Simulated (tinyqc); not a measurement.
# Tunnelling through a gate dielectric, WKB transmission and Tsu-Esaki current: effects of single changes

Electrons leave the emitter at x = 0. Energies E (motion across the layers) are in eV from the emitter Fermi level; the collector Fermi level lies at -V and offers states at every E. No charge in the dielectric and no image force: F1 = V/t1, U = phi1 - F1 x. With C = hbar^2/(2 m0), kappa = sqrt(m (U - E)/C) where U > E and 0 elsewhere; T(E) = exp(-S), S = 2 times the integral of kappa over x.

Values chosen for this exercise; dielectric values close to those of silicon dioxide: temperature T = 200 K; Fermi energy of the emitter above its band bottom Ef = 4.4 eV; emitter mass in the supply function me = 1 m0; barrier of layer 1 above the emitter Fermi level at zero bias phi1 = 3.08 eV; tunnelling mass of layer 1 m1 = 0.49 m0; thickness of layer 1 t1 = 1.7 nm; voltage across the dielectric V = 1.5 V.

Constants: q = 1.602176634e-19 C, kB = 1.380649e-23 J/K, hbar = 1.054571817e-34 J s, m0 = 9.1093837015e-31 kg, Vt = kB T/q, hbar^2/(2 m0) = 0.0380998212 eV nm^2. Results are converted to the units shown.

Each table varies one quantity; the others keep the values above.

## Effect of the tunnelling mass m1

Each layer adds (2/F) sqrt(m/C) [G(u at its left edge) - G(u at its right edge)] to S, with u = U - E (0 where negative) and G(u) = (2/3) u^1.5. J = J0 times the integral of T(E) N(E) dE, N = ln[(1 + exp(-E/Vt))/(1 + exp((-E - V)/Vt))], J0 = q^2 me m0 kB T/(2 pi^2 hbar^3) (times 1e-4 for A/cm^2 per eV), from E = -Ef to far above the barrier (T = 1 there), by quadrature converged to the digits shown.

Effect of the tunnelling mass m1:
```
m1 (m0)  S at E = 0   T(E = 0)  J (A/cm^2)  mean E of the current (eV)
0.12          9.170   1.041e-4     5.085e5                      -1.106
0.15          10.25   3.527e-5     1.385e5                      -1.007
0.2           11.84   7.222e-6     2.124e4                     -0.8843
0.25          13.24   1.786e-6        4180                     -0.7950
0.31          14.74   3.972e-7       744.1                     -0.7146
0.4           16.74   5.358e-8       76.90                     -0.6269
0.5           18.72   7.427e-9       8.434                     -0.5571
0.63          21.01  7.499e-10      0.6682                     -0.4917
```

What does the comparison show?

J falls from 5.08e5 to 0.668 A/cm^2. S goes as m1^(0.50): kappa is proportional to the square root of the mass.

## Effect of the thickness t1 at fixed voltage

Same model as above.

Effect of the thickness t1 at fixed voltage:
```
t1 (nm)  S at E = 0   T(E = 0)  J (A/cm^2)  mean E of the current (eV)
1             10.90   1.846e-5     6.415e4                     -0.9537
1.26          13.73   1.085e-6        2353                     -0.7667
1.51          16.46   7.111e-8       105.8                     -0.6382
1.77          19.29   4.180e-9       4.455                     -0.5393
2.03          22.13  2.457e-10      0.1964                     -0.4646
2.29          24.96  1.444e-11    0.008977                     -0.4065
2.54          27.69  9.464e-13    4.746e-4                     -0.3620
2.8           30.52  5.563e-14    2.282e-5                     -0.3244
```

Read the table: what changes, and by how much?

J falls from 64100 to 2.28e-5 A/cm^2: 5.52 decades a nanometre between the first two rows and 5.07 between the last two. The exponent S alone gives dS/dt/ln 10 = 4.73 and 4.73. In 2 of the 8 rows the field exceeds 10 MV/cm (up to 15.0), more than most dielectrics sustain; the model ignores breakdown.

Program tinyqc, `OMP_NUM_THREADS=1 python tinyqc.py 2540079 2540080 out.jsonl`; Intel Xeon 2.30GHz, shared host, one thread, about 0.02 s.
